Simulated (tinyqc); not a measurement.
# Energy and delay of logic against supply voltage: energy and delay against supply voltage

One expression serves below and above threshold: I(Vg) = Ik [ln(1 + exp((Vg - VT + dd V)/(al nf Vt)))]^al, with I_on = I(V) and I_off = I(0). Gate delay td = kd C V/I_on, clock period LD td. Per gate and cycle the switching energy is act C V^2 and the leakage energy I_off V LD td. No short-circuit current, no variation. Minima are sought above 0.09 V; below a few Vt gates no longer switch and the model has no meaning.

EDP = energy times td.

Inputs (values chosen for the exercise); values of the order met in logic technologies:
- T = 358 K (temperature)
- VT = 0.19 V (threshold voltage at zero drain bias)
- nf = 1.16 (slope factor)
- dd = 0.07 (barrier lowering per volt of supply)
- Ik = 0.36 uA (specific current of a gate)
- al = 1.28 (exponent of the current law)
- C = 1.1 fF (load capacitance of a gate)
- kd = 0.6 (delay factor)
- LD = 40 (logic depth)
- act = 0.2 (activity factor)

Constants: q = 1.602176634e-19 C, kB = 1.380649e-23 J/K, Vt = kB T/q. Results are converted to the units shown.

Results:
```
V (V),I_on (uA),I_off (nA),td (ps),switching (aJ),leakage (aJ),energy (aJ),EDP (fJ ps)
0.15,0.1194,2.357,829.4,4.950,11.73,16.68,13.84
0.38,2.636,3.677,95.13,31.77,5.318,37.09,3.528
0.5,4.773,4.634,69.14,55.00,6.408,61.41,4.246
0.62,7.155,5.835,57.19,84.57,8.276,92.84,5.310
0.73,9.507,7.203,50.68,117.2,10.66,127.9,6.482
0.85,12.23,9.054,45.88,158.9,14.12,173.1,7.941
0.97,15.09,11.37,42.43,207.0,18.72,225.7,9.578
1.08,17.82,13.99,40.00,256.6,24.18,280.8,11.23
1.2,20.91,17.52,37.88,316.8,31.86,348.7,13.21
```

Estimate the missing row, V = 0.27 V.

Computed row:
```
V (V),I_on (uA),I_off (nA),td (ps),switching (aJ),leakage (aJ),energy (aJ),EDP (fJ ps)
0.27,1.027,2.974,173.5,16.04,5.572,21.61,3.749
```

With this row back in the table: td falls from 829 to 37.9 ps; the energy rises from 16.7 to 349 aJ and the EDP goes from 13.8 through a minimum of 3.53 (at V = 0.38 V among the rows listed) to 13.2 fJ ps. The exact minima lie at V = 0.177 V for the energy and 0.334 V for the EDP. Going from 1.2 V to the energy minimum saves a factor of 21.6 in energy and costs a factor of 13.9 in delay. Below the minimum the leakage energy rises faster than the switching energy falls, because the clock period grows so steeply.

Computed by the program tinyqc: `OMP_NUM_THREADS=1 python tinyqc.py 2082015 2082016 out.jsonl`, one thread of a shared Intel Xeon 2.30GHz, about 0.01 s for the whole run.
